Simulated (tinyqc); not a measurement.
Inside a calculation. Method: one-electron ion in a basis of Gaussians. One step of it, computed by the program tinyqc.

Problem. Generalised eigenproblem. Solve H C = S C e through S^(-1/2); each column has its largest component positive (the first on a tie).

H = T + V (hartree):
```
           1          2
1  -0.366223  -0.397116
2  -0.397116  -0.422717
```

S:
```
          1         2
1  1.000000  0.891075
2  0.891075  1.000000
```

Give: eigenvalues of S; eigenvalues; coefficients.

Solution.

eigenvalues of S: 0.1089  1.8911

eigenvalues (hartree): -0.4272  0.0329

coefficients:
```
        1        2
1  0.2168   2.1927
2  0.8020  -2.0522
```

For Z = 1 and l = 0 the exact lowest level is -Z^2/(2 n^2) with n = l + 1: -0.500000 hartree.
